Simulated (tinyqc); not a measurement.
Interdiffusion of a quantum well during annealing: blurred potential and shift of the confined levels: one step, computed by the program tinyqc.

A square well of width w is blurred by Fick diffusion with a constant coefficient; band offsets are linear in composition, masses are uniform, and strain and excitons are ignored.

Task: Diffusion length. D = D0 exp(-E/(k_B T)); L = sqrt(D t); share of well material at the centre erf(w/(4L)); 1 nm = 1e-7 cm. Temperatures in kelvin are T(C) + 273.15.

Inputs (values chosen for the exercise, modelled on SiGe in silicon (holes and electrons as a model)):

| quantity | value | unit |
|---|---|---|
| well width w | 2.7 | nm |
| prefactor D0 | 2.1 | cm^2/s |
| activation energy E | 3.92 | eV |
| anneal temperature T | 940 | C |
| anneal time t | 98 | s |

Constants: k_B = 8.617333262e-05 eV/K.

Give: diffusivity D; diffusion length L; ratio L/w; share at the centre.

Result:

diffusivity D = 1.090e-16 cm^2/s

diffusion length L = 1.034 nm

ratio L/w = 0.3828

share at the centre = 0.6443
